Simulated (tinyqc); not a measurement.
## All-pass ring resonator: effect of the ring radius

A ring of length L = 2 pi Rr coupled to one bus waveguide: round-trip amplitude a = 10^(-al L/20), self-coupling t = sqrt(1 - k2). At detuning d from the resonance the round-trip phase is p = 2 pi d/FSR and the transmission T = (a^2 - 2 a t cos p + t^2)/(1 - 2 a t cos p + a^2 t^2). Lossless coupler, linear absorption only.

FSR = lam^2/(ng L), finesse F = pi sqrt(a t)/(1 - a t), FWHM = FSR/F, Q = lam/FWHM, Tmin = (a - t)^2/(1 - a t)^2, power build-up k2 a^2/(1 - a t)^2, optical bandwidth c/(lam Q).

Values chosen for this exercise; values close to those of silicon nitride waveguides: cold resonance wavelength lam = 1550 nm; group index ng = 2.11; propagation loss al = 3 dB/cm; power coupling k2 = 0.015.

Constants: c = 299792458 m/s. Results are converted to the units shown.

The same in every row: t = 0.9925.

Effect of the ring radius:
```
Rr (um),a,Q,Tmin,build-up,bandwidth (GHz)
17,0.9963,4.062e4,0.1183,119.1,4.762
27,0.9942,5.408e4,0.01601,83.48,3.577
44,0.9905,6.912e4,0.01356,51.16,2.798
71,0.9847,8.307e4,0.1169,28.22,2.328
110,0.9764,9.404e4,0.2695,14.94,2.057
190,0.9596,1.046e5,0.4764,6.092,1.849
300,0.9370,1.109e5,0.6272,2.681,1.744
```

What does the comparison show?

As Rr goes from 17 to 300 um, Q rises from 40600 to 1.11e5, Tmin goes from 0.118 through a minimum of 0.0136 (at Rr = 44 um among the rows listed) to 0.627 and the build-up falls from 119 to 2.68. The ring is overcoupled (t < a) in 2 of the 7 rows; the dip is deepest where t and a cross. Bend loss, which grows for small rings, is left out.

Computed by the program tinyqc: `OMP_NUM_THREADS=1 python tinyqc.py 2650016 2650017 out.jsonl`, one thread of a shared Intel Xeon 2.30GHz, about 0.01 s for the whole run.
